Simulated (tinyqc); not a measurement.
# Frequency dispersion of an accumulation capacitance by border traps, distributed model: what changes with what

Traps spread evenly through the insulator exchange electrons with the semiconductor by tunnelling, with tau(x) = t0 exp(2 ka x) at depth x from the interface. The admittance per area Y seen at depth x obeys dY/dx = -Y^2/(i w eps0 eox) + q Nb ln(1 + i w tau)/tau, with Y(0) = i w Cs and w = 2 pi f; the gate sees Y(tox) = G + i w C. Working variable y = Y/(i w), in uF/cm^2. Cox = eps0 eox/tox.

Parameters, values chosen for the exercise; permittivity close to that of hafnium oxide: relative permittivity of the insulator eox = 19.2; insulator thickness tox = 4.3 nm; semiconductor capacitance in accumulation Cs = 1.9 uF/cm^2; density of border traps Nb = 4.8e19 cm^-3 eV^-1; decay constant of the wave function in the insulator ka = 5 1/nm; time constant of a trap at the interface t0 = 1e-10 s; frequency f = 10000 Hz.

Constants: q = 1.602176634e-19 C, eps0 = 8.8541878128e-14 F/cm where lengths are in cm. Results are converted to the units shown.

Each table varies one quantity; the others keep the values above.

## Capacitance and loss against frequency

Cox; trap-free value 1/(1/Cox + 1/Cs); response depth d = ln(1/(w t0))/(2 ka), where w tau = 1; lumped estimate: all traps within d act as C_bt = q Nb d placed at d/2, so C = 1/{1/[1/(1/Cs + d/(2 eps0 eox)) + C_bt] + (tox - d/2)/(eps0 eox)}. C and G from a fine integration; dispersion -d C/d log10 f over C, from f times and over 1.1. For a broad spread of time constants G/w is close to -(pi/2) dC/d ln w.

The same in every row: trap-free C (uF/cm^2) = 1.283.

Capacitance and loss against frequency:

| f (Hz) | d (nm) | C (uF/cm^2) | G/w (uF/cm^2) | dispersion (% a decade) | -(pi/2) dC/d ln w (uF/cm^2) | lumped C (uF/cm^2) |
|---|---|---|---|---|---|---|
| 10 | 1.889 | 2.011 | 0.06391 | 4.654 | 0.06385 | 1.950 |
| 100 | 1.658 | 1.919 | 0.06156 | 4.698 | 0.06150 | 1.866 |
| 1000 | 1.428 | 1.830 | 0.05958 | 4.767 | 0.05953 | 1.783 |
| 10000 | 1.198 | 1.744 | 0.05796 | 4.866 | 0.05791 | 1.701 |
| 1e5 | 0.9675 | 1.661 | 0.05668 | 4.999 | 0.05663 | 1.620 |
| 1e6 | 0.7372 | 1.578 | 0.05572 | 5.172 | 0.05568 | 1.540 |
| 1e7 | 0.5070 | 1.497 | 0.05502 | 5.392 | 0.05507 | 1.460 |

C falls from 2.011 to 1.497 uF/cm^2, towards the trap-free 1.283; each decade of frequency removes ln 10/(2 ka) = 0.230 nm from the response depth. The dispersion rises from 4.65 to 5.39 % a decade and G/w falls from 0.0639 to 0.0550 uF/cm^2. G/w lies between 0.999 and 1.00 times -(pi/2) dC/d ln w, the relation for a broad spread of time constants.

## Effect of the decay constant of the wave function in the insulator

Same model as above.

The same in every row: trap-free C (uF/cm^2) = 1.283.

Effect of the decay constant of the wave function in the insulator:

| ka (1/nm) | d (nm) | C (uF/cm^2) | G/w (uF/cm^2) | dispersion (% a decade) | -(pi/2) dC/d ln w (uF/cm^2) | lumped C (uF/cm^2) |
|---|---|---|---|---|---|---|
| 2.5 | 2.396 | 2.279 | 0.1450 | 9.292 | 0.1444 | 2.143 |
| 3.2 | 1.872 | 2.030 | 0.1008 | 7.260 | 0.1005 | 1.944 |
| 3.9 | 1.536 | 1.884 | 0.07789 | 6.053 | 0.07777 | 1.822 |
| 4.6 | 1.302 | 1.787 | 0.06383 | 5.232 | 0.06376 | 1.738 |
| 5.3 | 1.130 | 1.717 | 0.05425 | 4.627 | 0.05421 | 1.677 |
| 6 | 0.9981 | 1.665 | 0.04727 | 4.159 | 0.04724 | 1.631 |
| 6.7 | 0.8939 | 1.624 | 0.04194 | 3.784 | 0.04192 | 1.595 |
| 7.4 | 0.8093 | 1.591 | 0.03773 | 3.474 | 0.03771 | 1.565 |

Read the table: what changes, and by how much?

As ka goes from 2.5 to 7.4, C falls from 2.28 to 1.59 uF/cm^2, the dispersion falls from 9.29 to 3.47 % a decade and G/w falls from 0.145 to 0.0377 uF/cm^2. The lumped estimate is 6.0 % below C in the first row and 1.7 % below it in the last.

Numbers from tinyqc (`OMP_NUM_THREADS=1 python tinyqc.py 2202175 2202176 out.jsonl`; about 0.4 s on one thread of a shared Intel Xeon 2.30GHz).
